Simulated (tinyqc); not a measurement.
Configuration-coordinate model of carrier capture at a defect, step by step. Values are carried at full precision from step to step, so a last printed digit may differ when a step is redone from the rounded ones.

Two parabolas of equal curvature k in one coordinate Q: with the carrier free at the band edge, U_f = k Q^2/2; with the carrier trapped, U_t = k (Q - dQ)^2/2 - ET. ER = k dQ^2/2, Huang-Rhys factor S = ER/hw, hw = 0.0646541 sqrt(k/M) eV for k in eV/angstrom^2 and M in u. The curves cross at a height Eb = (ER - ET)^2/(4 ER) above the free minimum.

Constants: kB = 8.617333262e-05 eV/K.

Values chosen for the exercise (of the size met at a deep level in GaN; the results hold for these values, not for the real material):
- ET = 0.87 eV (thermal depth of the level below the band edge)
- ER = 0.56 eV (relaxation energy)
- hw = 0.047 eV (phonon energy of the mode)
- M = 28 u (mass of the mode)
- T = 77 K (temperature)
- nu = 1e+11 1/s (attempt rate)

## The two parabolas

Form S, k, dQ, the crossing point Qc = (ER - ET)/(k dQ), Eb, and the emission barrier Eb + ET.

S = 11.915
k = 14.7966 eV/angstrom^2
dQ = 0.2751 angstrom
Qc = -0.0762 angstrom

barriers (eV): capture 0.0429, emission 0.9129

ER < ET: the crossing lies on the far side of the free minimum (the inverted case), where tunnelling between vibrational states can matter much if Eb is well above hw.

## Optical transitions

Vertical ionisation from the trapped minimum costs ET + ER; vertical capture from the free minimum releases ET - ER (none if negative); the band has a standard deviation sqrt(S hw^2 coth(hw/2kT)) with S = ER/hw, and a full width 2.35482 times that.

energies (eV): ionisation peak 1.430, zero-phonon 0.870, emission peak 0.310

coth(hw/2kT) = 1.0017
standard deviation = 0.1624 eV
full width = 0.3824 eV

Radiative capture would peak at 0.310 eV. The optical peak exceeds the thermal depth by a factor 1.64.

## The multiphonon factor

Multiphonon factor for giving p = ET/hw phonons to the lattice: W = exp(-S (2 nb + 1)) ((nb + 1)/nb)^(p/2) I_p(x), nb = 1/(exp(hw/kT) - 1), x = 2 S sqrt(nb (nb + 1)), I_p the modified Bessel function. Classical limit: W = hw exp(-Eb/kT)/sqrt(4 pi ER kT). At T = 0: exp(-S) S^p/Gamma(p + 1).

Form p, nb, x and ln W, the classical ln W, and the capture time 1/(nu W).

p, nb, x: 18.5106  0.0008  0.6908

ln W: quantum -3.940, classical -7.991

capture time = 5.14e-10 s

The quantum factor is 57.5 times the classical one at kT/hw = 0.14: nuclear tunnelling rules.

## Emission by detailed balance

For equal degeneracies and one band-edge state, emission time = capture time x exp(ET/kT).

ET/kT = 131.116
log10 of the emission time in s = 47.65

## Checks

- Ln W for the nearest whole p against the double Poisson sum over emitted and absorbed phonons: both -4.17488.

tinyqc: `OMP_NUM_THREADS=1 python tinyqc.py 1452857 1452858 out.jsonl`; about 0.01 s, one thread, shared Intel(R) Xeon(R) Processor @ 2.30GHz.
